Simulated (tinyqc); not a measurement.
RHF in the 6-31g basis, for H2, spin multiplicity 1, step by step. One step of it, computed by the program tinyqc.

Question. Iteration 3: DIIS coefficients. Solve [B -1; -1 0][c; lambda] = [0; -1] for the coefficients, which sum to one.

B (overlaps of the stored error matrices):
```
               1              2
1  1.7588311e-03  2.6777101e-04
2  2.6777101e-04  4.0766458e-05
```

Give: DIIS coefficients.

Answer.

DIIS coefficients: -0.180  1.180
